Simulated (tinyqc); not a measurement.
Thickness from the minima: X-ray reflectivity of a thin film on silicon: critical angles, Parratt recursion, fringes and roughness. Computed by tinyqc, a small Python program. Command: `OMP_NUM_THREADS=1 python tinyqc.py 3120411 3120412 out.jsonl xrr walk`. One thread of a shared host (Intel(R) Xeon(R) Processor @ 2.30GHz), about 0.01 s of CPU time with the checks.

n = 1 - delta + i beta; the classical electron radius is r_e = 2.8179403e-6 nm. Layer 0 is vacuum, 1 the film, 2 the substrate.

Inputs (values chosen for the exercise, modelled on TaN on silicon, copper K-alpha radiation):

| quantity | value | unit |
|---|---|---|
| wavelength lambda | 0.15406 | nm |
| film density rho | 14.5 | g/cm^3 |
| effective electrons per unit mass, film | 0.412 | mol/g |
| beta/delta, film | 0.075 | - |
| film thickness d | 17.4 | nm |
| roughness of the surface sigma_1 | 0.32 | nm |
| roughness of the interface sigma_2 | 0.51 | nm |
| substrate density | 2.33 | g/cm^3 |
| effective electrons per unit mass, substrate | 0.507 | mol/g |
| beta/delta, substrate | 0.023 | - |
| grazing angle theta | 2.12 | degrees |

Constants: N_A = 6.02214076e+23 1/mol.

Method:
- delta = r_e lambda^2 rho_e/(2 pi), rho_e = density x electrons per mass x N_A; critical angle sqrt(2 delta), q_c = 4 sqrt(pi r_e rho_e).
- k_j = (2 pi/lambda) sqrt(sin^2 theta - 2 delta_j + 2 i beta_j); r_ij = (k_i - k_j)/(k_i + k_j) x exp(-2 k_i k_j sigma^2) (Nevot-Croce); r = (r_01 + r_12 p)/(1 + r_01 r_12 p), p = exp(2 i k_1 d); R = |r|^2.
- Far above the critical angle the period is d theta = lambda/(2 d), or 2 pi/d in q; the envelope runs between (|r_01| - |r_12 p|)^2 and (|r_01| + |r_12 p|)^2; contrast = 2 a b/(a^2 + b^2) with a = |r_01|, b = |r_12 p|; roughness factors on the amplitudes are about exp(-q^2 sigma^2/2).
- Minima of R theta^4 are located on 6001 points over 7.5 periods, from 1.15 times the larger critical angle. With refraction, sin^2(theta_m) = 2 delta + m^2 (lambda/(2 d))^2, m integer or half-integer; the first six minima are used, and the first order is the one that minimises the largest residual of the least-squares line plus the distance of its intercept from 2 delta. Without refraction, d = lambda/(2 x mean step of sin theta).

Constants:

| layer | rho_e (1/nm^3) | delta | beta | critical angle (degrees) | q_c (1/nm) |
|---|---|---|---|---|---|
| film | 3597.63 | 3.82955e-05 | 2.87216e-06 | 0.501431 | 0.713853 |
| substrate | 711.40 | 7.57263e-06 | 1.74170e-07 | 0.222977 | 0.317437 |

period in theta = 0.253649 degrees

Minima:

| order m | theta (degrees) | sin^2 theta |
|---|---|---|
| 2 | 0.7143 | 0.0001554 |
| 3 | 0.9121 | 0.0002534 |
| 4 | 1.1325 | 0.0003906 |
| 5 | 1.3645 | 0.0005671 |
| 6 | 1.6033 | 0.0007828 |
| 7 | 1.8458 | 0.0010375 |

d with refraction = 17.397 nm

d without refraction = 19.506 nm

What follows from these numbers?

Against d = 17.4 nm the errors are -0.01 % with and +12.11 % without refraction. The orders are integers, as r_01 and r_12 have opposite signs for a film denser than the substrate.

Extremes, crossings and ranges named in words are read from the listed rows.
